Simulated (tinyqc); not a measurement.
Specific resistance of a metal-semiconductor contact and its transmission-line measurement: one step, computed by the program tinyqc.

The barrier is parabolic (depletion approximation), energies E are normal energies counted from the band edge in the neutral semiconductor (downwards for holes), and the bias is zero. xi is an input, held fixed when other inputs move.

Question. Tunnelling energy and barrier. E_00 = (e hbar/2) sqrt(N/(eps eps_0 m)); band bending E_b = phi_B + xi; depletion width w = sqrt(2 eps eps_0 E_b/(e^2 N)).

Inputs (values chosen for the exercise, modelled on p-type silicon):
```
quantity                                           value    unit
tunnelling mass m                                   0.36     m_0
permittivity eps                                    11.7       -
barrier height phi_B                                0.43      eV
doping N                                         1.1e+18  1/cm^3
Fermi level above the band edge in the bulk, xi   -0.083      eV
temperature T                                        300       K
```

Image-force lowering: left out.

Constants: hbar = 1.054571817e-34 J s; eps_0 = 8.8541878128e-12 F/m; m_0 = 9.1093837015e-31 kg; k_B = 8.617333262e-05 eV/K; e = 1.602176634e-19 C.

Give: E_00; E_00/k_B T; depletion width; barrier used, above the bulk band edge.

Answer.

E_00 = 9.488 meV

E_00/k_B T = 0.3670

depletion width = 20.20 nm

barrier used, above the bulk band edge = 0.347 eV

By the usual rule this is thermionic emission (E_00 < 0.5 k_B T).
